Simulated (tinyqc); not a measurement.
An Irvin curve: changing the peak concentration: sheet resistance and Hall data of a diffused or implanted layer. Computed by tinyqc, a small Python program. Command: `OMP_NUM_THREADS=1 python tinyqc.py 3024263 3024264 out.jsonl layer sweep`. One thread of a shared host (Intel(R) Xeon(R) Processor @ 2.30GHz), about 0.01 s of CPU time with the checks.

Carriers are taken equal to the net active doping down to the junction (full ionisation, which deep dopants in wide-gap hosts do not reach; no spill-over, no depletion), and the Hall factor is 1.

Inputs (values chosen for the exercise, modelled on silicon in GaN):
```
quantity                                 value        unit
mu_min                                    57.1  cm^2/(V s)
mu_max                                     993  cm^2/(V s)
N_ref                                  1.9e+17      1/cm^3
exponent alpha                            0.98           -
length scale l                              25          nm
background doping N_B (opposite type)  3.1e+16      1/cm^3
```

Profile: box. Activation: complete.

Constants: e = 1.602176634e-19 C.

Method:
- N(x) = N_0 down to x_j = l, dose N_0 l.
- Mobility mu = mu_min + (mu_max - mu_min)/(1 + (N_t/N_ref)^alpha), N_t = active doping + N_B; carriers n = active doping - N_B, all dopants active.
- Integrals from x_0 (0 unless stated) to x_j by the midpoint rule on 400 even intervals: 1/R_s = e int n mu dx; sheet density n_s = int n dx; Hall sheet density (int n mu dx)^2/int n mu^2 dx; Hall mobility int n mu^2 dx/int n mu dx.
- Mean conductivity 1/(R_s x_j); mean mobility 1/(e n_s R_s).

One run for each value; columns: (1) peak concentration N_0 (1/cm^3); (2) mean conductivity 1/(R_s x_j) (S/cm); (3) sheet resistance R_s (ohm); (4) Hall mobility (cm^2/(V s)); (5) junction depth x_j (nm); (6) sheet density n_s (1/cm^2):
```
(1)          (2)    (3)     (4)  (5)         (6)
6.20e+17  25.725  15549  272.60   25  1.4725e+12
7.90e+17  28.845  13867  237.21   25  1.8975e+12
1.00e+18  32.128  12450  206.94   25  2.4225e+12
1.30e+18  36.201  11049  178.05   25  3.1725e+12
1.70e+18  41.025   9750  153.42   25  4.1725e+12
2.10e+18  45.475   8796  137.18   25  5.1725e+12
2.80e+18  52.799   7576  119.01   25  6.9225e+12
3.50e+18  59.809   6688  107.61   25  8.6725e+12
4.50e+18  69.544   5752   97.13   25  1.1172e+13
5.80e+18  81.944   4881   88.66   25  1.4422e+13
```

Over the rows, mean conductivity 1/(R_s x_j) (S/cm) rises from 25.7 to 81.9 (exponent d ln y / d ln x 0.47 between the first rows and 0.65 between the last); sheet resistance R_s (ohm) falls from 15500 to 4880 (exponent d ln y / d ln x -0.47 between the first rows and -0.65 between the last); Hall mobility (cm^2/(V s)) falls from 273 to 88.7 (exponent d ln y / d ln x -0.57 between the first rows and -0.36 between the last).

Caution (all rows): the layer is not thick against surface and junction depletion widths, which remove carriers that this model counts.

Extremes, crossings and ranges named in words are read from the listed rows.
